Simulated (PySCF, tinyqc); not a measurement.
Worked calculation: FCI on RHF in the sto-3g basis, for H3+, spin multiplicity 1. The lowest restricted solution is unstable here: a spin-polarised one lies 0.0084 hartree lower (PySCF). One step of it, computed by the program tinyqc.

Question. FCI: roots. Diagonalise (each vector has its largest component positive (the first on a tie)); all determinants have Ms = 0, so triplets appear too. The lowest singlet root is the correlation energy.

Occupation strings over the orbitals (2 doubly, a alpha, b beta, 0 empty; spin orbitals ordered 1a 1b 2a 2b ...): 200 ab0 a0b ba0 b0a 020 0ab 0ba 002

H - E(HF) between determinants (hartree):
```
           200        ab0        a0b        ba0        b0a        020        0ab        0ba
200   0.000000   0.000000   0.000000   0.000000   0.000000   0.147380   0.000006  -0.000006
ab0   0.000000   0.218877  -0.000003  -0.147380  -0.000006   0.000053  -0.144055   0.143114
a0b   0.000000  -0.000003   0.532092  -0.000006  -0.146030  -0.144055  -0.000014   0.000021
ba0   0.000000  -0.147380  -0.000006   0.218877  -0.000003  -0.000053   0.143114  -0.144055
b0a   0.000000  -0.000006  -0.146030  -0.000003   0.532092   0.144055   0.000021  -0.000014
020   0.147380   0.000053  -0.144055  -0.000053   0.144055   0.582538  -0.000042   0.000042
0ab   0.000006  -0.144055  -0.000014   0.143114   0.000021  -0.000042   0.763062  -0.156058
0ba  -0.000006   0.143114   0.000021  -0.144055  -0.000014   0.000042  -0.156058   0.763062
002   0.146030  -0.000021  -0.001773   0.000021   0.001773   0.156058   0.000014  -0.000014

           002
200   0.146030
ab0  -0.000021
a0b  -0.001773
ba0   0.000021
b0a   0.001773
020   0.156058
0ab   0.000014
0ba  -0.000014
002   1.089271
```

Give: lowest roots of this matrix, relative to E(HF); lowest vectors; <S^2> of these roots; weight of the ground state by excitation level 0, 1, 2, ....

Answer.

lowest roots of this matrix, relative to E(HF) (hartree): -0.0482  0.0715  0.2441  0.3861  0.4171  0.6070  0.8101  1.0413

lowest vectors:
```
      root 1  root 2   root 3  root 4
200   0.9682  0.0000  -0.0001  0.0000
ab0   0.0000  0.7071   0.6507  0.0000
a0b  -0.0445  0.0000   0.0000  0.7071
ba0   0.0000  0.7071  -0.6507  0.0000
b0a   0.0445  0.0000   0.0000  0.7071
020  -0.2234  0.0000  -0.0002  0.0000
0ab   0.0000  0.0012   0.2768  0.0000
0ba   0.0000  0.0012  -0.2768  0.0000
002  -0.0938  0.0000   0.0001  0.0000
```

<S^2> of these roots: 0.0000  2.0000  0.0000  2.0000  0.0000  2.0000  0.0000  0.0000

weight of the ground state by excitation level 0, 1, 2, ...: 0.9373  0.0040  0.0587
